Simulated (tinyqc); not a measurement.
Koster-Slater impurity in a tight-binding band, by Green functions and by supercells: one step, computed by the program tinyqc. Command: `OMP_NUM_THREADS=1 python tinyqc.py 3026591 3026592 out.jsonl kosterslater walk`. One thread of a shared host (Intel(R) Xeon(R) Processor @ 2.30GHz), about 0.05 s of CPU time with the checks.

One orbital per site, e(k) = -2 t sum cos(k_i) over 3 direction(s), band from -6 t to 6 t, lattice constant 1. One site has the extra energy U. Spin is left out.

Problem. Scattering. T = U/(1 - U G0); phase shift delta = -arg(1 - U G0) in (-pi, pi]; host density of states -Im G0/pi; on the impurity -Im[G0/(1 - U G0)]/pi; lifetime of a band state hbar/(-2 c Im T).

Inputs (values chosen for the exercise, for a model band): impurity potential U = 14.8 eV; impurity concentration c = 0.0005 per site.

Lattice: simple cubic.

G0(E + i eta) = -0.0355346-0.2582166i 1/eV

Constants: hbar = 6.582119569e-16 eV s.

Give: T matrix; phase shift delta; host density of states; density of states on the impurity; scattering lifetime.

Solution.

T matrix = 1.3337-3.3402i eV

phase shift delta = -1.1909 rad

host density of states = 0.082193 1/eV

density of states on the impurity = 0.0048540 1/eV

scattering lifetime = 197.06 fs

The Born approximation would take Im T = U^2 Im G0 = -56.6 eV, 16.9 times the full value.
